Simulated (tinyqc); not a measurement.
# Schottky barrier on an n-type semiconductor with a doping step, non-linear Poisson equation by Newton steps: Capacitance-voltage profiling

One dimension, metal at x = 0, donor density C(x) = N1 for x < x1 and Nd beyond. Energies are counted from the electron Fermi level of the semiconductor and the conduction-band edge is Ec = -psi, so n = Nc exp(psi/Vt); holes follow the Fermi level of the metal, at -V, so p = Nv exp((V - psi - Eg)/Vt). Ends: psi(0) = V - phiB and psi = Vt ln(Nd/Nc) deep inside. Boltzmann statistics, full ionisation, no current, no image force in the Poisson equation.

The Poisson equation d/dx(eps0 eps_r dpsi/dx) = -q (p - n + C) is solved on a mesh of about 1000 nodes or more that ends in neutral material. C_s = q d/dV of the integral of n over x, from the linearised equation. Probed depth w = eps0 eps_r/C_s; apparent doping N_app = C_s^3/(q eps0 eps_r dC_s/dV), the derivative by central differences over +/- 0.02 V.

Inputs (values chosen for the exercise); band and dielectric values close to those of gallium nitride: temperature T = 400 K; band gap Eg = 3.42 eV; relative permittivity eps_r = 9.41; conduction-band density of states at T Nc = 3.51e18 cm^-3; valence-band density of states at T Nv = 7.01e19 cm^-3; donor density deep in the semiconductor Nd = 2.3e16 cm^-3; barrier height phiB = 1.07 eV; depth of the doping step x1 = 47 nm; donor density above the step N1 = 1.2e15 cm^-3.

Constants: q = 1.602176634e-19 C, kB = 1.380649e-23 J/K, Vt = kB T/q, eps0 = 8.8541878128e-14 F/cm where lengths are in cm. Results are converted to the units shown.

The same in every row: true C(w) (cm^-3) = 2.30e16.

Result of one run:

| V (V) | C_s (nF/cm^2) | w (nm) | N_app (cm^-3) | \|E_0\| (kV/cm) |
|---|---|---|---|---|
| 0 | 41.1 | 203 | 2.30e16 | 69.9 |

What becomes of these results when the bias of the metal against the semiconductor V is changed from 0 to -1.88 V, all else the same?

Result of the changed run:

| V (V) | C_s (nF/cm^2) | w (nm) | N_app (cm^-3) | \|E_0\| (kV/cm) |
|---|---|---|---|---|
| -1.88 | 23.5 | 355 | 2.30e16 | 137 |

The whole series:

| V (V) | C_s (nF/cm^2) | w (nm) | N_app (cm^-3) | \|E_0\| (kV/cm) |
|---|---|---|---|---|
| 0 | 41.1 | 203 | 2.30e16 | 69.9 |
| -0.38 | 34.5 | 241 | 2.30e16 | 87.1 |
| -0.75 | 30.4 | 274 | 2.30e16 | 101 |
| -1.12 | 27.5 | 303 | 2.30e16 | 114 |
| -1.5 | 25.2 | 330 | 2.30e16 | 126 |
| -1.88 | 23.5 | 355 | 2.30e16 | 137 |
| -2.25 | 22.0 | 378 | 2.30e16 | 147 |
| -2.62 | 20.9 | 399 | 2.30e16 | 157 |
| -3 | 19.8 | 420 | 2.30e16 | 166 |

C_s falls from 41.1 to 19.8 nF/cm^2 while the probed depth goes from 203 to 420 nm. The apparent doping stays near 2.30e16 cm^-3. It departs most from the true doping at that depth for V = 0 V, where it is 0.030 % below it; so the doping is read well over the depths probed. The step lies inside the layer that is depleted at zero bias and is not seen.

Computed by the program tinyqc: `OMP_NUM_THREADS=1 python tinyqc.py 2020064 2020065 out.jsonl`, one thread of a shared Intel Xeon 2.30GHz, about 0.04 s for the whole run.
